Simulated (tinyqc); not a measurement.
Metal-interlayer-semiconductor contact, depinning against tunnelling resistance: contact resistivity against the interlayer thickness.

Zero bias, n-type semiconductor. Gap states at the semiconductor surface thin out as exp(-be ti), which unpins the barrier; electrons must then cross the interlayer (a rectangular barrier, no voltage drop across it) and the parabolic depleted layer, both by WKB. Energies E are counted from the Fermi level; no image force, parabolic bands.

S = 1/(1 + (1/S0 - 1) exp(-be ti)); phiB = S (phiM - chi) + (1 - S)(Eg - E0); xi = Ec - EF deep inside, from Nd = Nc F(-xi/Vt), F(x) = (2/sqrt(pi)) int_0^infinity sqrt(u) du/(1 + exp(u - x)); band bending U = phiB - xi; E00 = (hbar/2) sqrt(Nd/(eps0 eps_r mt m0)) in volts; A = 4 pi q mA m0 kB^2/h^3. With U = phiB - xi: for xi < E < phiB, y = (E - xi)/U and G1 = (U/E00) [sqrt(1 - y) - y ln((1 + sqrt(1 - y))/sqrt(y))], G1 = 0 above phiB; G2 = 2 ti sqrt(mi max(phiB + dE - E, 0)/C), C = hbar^2/(2 m0); f = 1/(1 + exp(E/Vt)); 1/rho_c = (A T^2/Vt^2) times the integral of exp(-G1 - G2) f over E from xi upwards. Shares under 0.001 % are printed as 0; rows without band bending are left out.

Parameters, values chosen for the exercise; semiconductor values close to those of germanium; interlayer mass of the order of that in titanium dioxide, offset chosen freely:
```
symbol,value,unit,meaning
T,400,K,temperature
Eg,0.661,eV,band gap
eps_r,16.1,,relative permittivity
chi,3.85,eV,electron affinity
Nc,1.6e19,cm^-3,conduction-band density of states at T
mt,0.117,m0,tunnelling mass in the semiconductor
mA,1.06,m0,Richardson mass
Nd,2.4e19,cm^-3,donor density
E0,0.091,eV,charge-neutrality level above the valence band
S0,0.049,,pinning factor without interlayer
phiM,4.25,eV,metal work function
dE,0.1,eV,conduction-band offset of the interlayer above the semiconductor
mi,0.31,m0,tunnelling mass in the interlayer
be,4.5,1/nm,decay constant of gap states through the interlayer
```

Constants: q = 1.602176634e-19 C, kB = 1.380649e-23 J/K, eps0 = 8.8541878128e-12 F/m, hbar = 1.054571817e-34 J s, h = 6.62607015e-34 J s, m0 = 9.1093837015e-31 kg, Vt = kB T/q, hbar^2/(2 m0) = 0.0380998212 eV nm^2. Results are converted to the units shown.

The same in every row: E00/Vt = 1.92.

Contact resistivity against the interlayer thickness:
```
ti (nm)	S	phiB (eV)	rho_c (ohm cm^2)	rho_c with G2 = 0 (ohm cm^2)	peak of the integrand (eV)	share above phiB (%)
0	0.0490	0.562	9.02e-7	9.02e-7	0.0562	0.00447
0.2	0.112	0.551	1.82e-6	7.82e-7	0.0591	0.00935
0.4	0.238	0.530	3.09e-6	5.89e-7	0.0615	0.0225
0.6	0.434	0.496	4.21e-6	3.79e-7	0.0632	0.0624
0.8	0.653	0.459	5.10e-6	2.33e-7	0.0647	0.175
1	0.823	0.430	6.70e-6	1.60e-7	0.0671	0.422
1.2	0.919	0.414	1.04e-5	1.29e-7	0.0708	0.851
1.4	0.966	0.406	1.81e-5	1.17e-7	0.0757	1.54
1.6	0.986	0.402	3.37e-5	1.12e-7	0.0816	2.65
```

As ti goes from 0 to 1.6, phiB falls from 0.562 to 0.402 eV and rho_c rises from 9.02e-7 to 3.37e-5 ohm cm^2. No thickness listed beats the bare contact: tunnelling through the layer costs more than the change of the barrier gains. The ratio of rho_c to its value with G2 = 0 runs from 1.00 to 302.

tinyqc, about 0.03 s, one thread, Intel Xeon 2.30GHz (shared host): `OMP_NUM_THREADS=1 python tinyqc.py 2270133 2270134 out.jsonl`
